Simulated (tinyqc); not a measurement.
Quasi-harmonic thermal expansion with mode Grueneisen parameters. Changing the static B'. Computed by tinyqc, a small Python program. Command: `OMP_NUM_THREADS=1 python tinyqc.py 3025693 3025694 out.jsonl qha sweep`. One thread of a shared host (Intel(R) Xeon(R) Processor @ 2.30GHz), about 0.06 s of CPU time with the checks.

A crystal with two atoms a cell; per atom there are 1 transverse acoustic (TA), 1/2 longitudinal acoustic (LA) and 3/2 optical (O) modes. Every frequency of group i scales as nu_i (V/V0)^(-gamma_i). Each group has one frequency. Static energy: E = (9 V0 B0/16) [y^3 B' + y^2 (2 - 4 y)], y = (V0/V)^(2/3) - 1, with pressure P_s = (3 B0/2) (z^7 - z^5) [1 + (3/4)(B' - 4)(z^2 - 1)], z = (V0/V)^(1/3).

Inputs (values chosen for the exercise, modelled on gallium nitride):
```
quantity                        value             unit
static volume V0                 11.4  angstrom^3/atom
static bulk modulus B0            206              GPa
frequency nu_TA                  5.48              THz
frequency nu_LA                  9.73              THz
frequency nu_O                   18.1              THz
Grueneisen parameter gamma_TA  -0.028                -
Grueneisen parameter gamma_LA       1                -
Grueneisen parameter gamma_O      1.3                -
temperature T                     120                K
step factor f                     0.8                -
```

Acoustic groups: Einstein.

Constants: h x 1 THz = 4.135667696 meV; k_B = 8.617333262e-05 eV/K; 1 eV/angstrom^3 = 160.2176634 GPa.

Method:
- For a mode with x = h nu/(k_B T), n = 1/(exp(x) - 1): U = h nu (n + 1/2), C/k_B = x^2 n (n + 1); U_i and C_i sum these over group i with its weight per atom.
- Phonon pressure P_ph = sum_i gamma_i U_i/V.
- gamma_th = sum gamma_i C_i / sum C_i; volume expansion coefficient alpha_V = gamma_th C k_B/(B0 V0); linear coefficient alpha_V/3; first-order volume change P_ph/B0.
- Start at V0 and step V(new) = V [1 + f (P_s + P_ph)/B0]; stop when |P_s + P_ph| < 1e-8 GPa, after 60 steps, or when V leaves 0.7 to 1.3 V0.
- B_T = -V d(P_s + P_ph)/dV at fixed T (central difference, step 1e-4 V); alpha_V = sum gamma_i C_i k_B/(B_T V), all at V(T); the linear coefficient is alpha_L = alpha_V/3.
- C_P - C_V = alpha_V^2 B_T V T; the optical frequency is nu_O (V/V0)^(-gamma_O).

One run for each value; columns: (1) static B'; (2) isothermal bulk modulus B_T (GPa); (3) linear expansion coefficient (ppm/K); (4) volume change from V0 (%); (5) linear expansion, Grueneisen estimate (ppm/K):
```
(1)     (2)      (3)      (4)      (5)
2.5  205.68  0.42992  0.56589  0.42239
3.2  204.87  0.43162  0.56700  0.42239
4.0  203.95  0.43359  0.56828  0.42239
4.8  203.02  0.43559  0.56957  0.42239
5.5  202.21  0.43736  0.57071  0.42239
6.2  201.39  0.43916  0.57187  0.42239
7.0  200.45  0.44123  0.57319  0.42239
```

What does the table show, and why?

Over the rows, isothermal bulk modulus B_T (GPa) falls from 206 to 200 (exponent d ln y / d ln x -0.016 between the first rows and -0.039 between the last); linear expansion coefficient (ppm/K) rises from 0.430 to 0.441 (exponent d ln y / d ln x 0.016 between the first rows and 0.039 between the last); volume change from V0 (%) rises from 0.5659 to 0.5732 (exponent d ln y / d ln x 0.0080 between the first rows and 0.019 between the last). The estimate at V0 does not know B'; the full result does, through the change of B_T with volume.
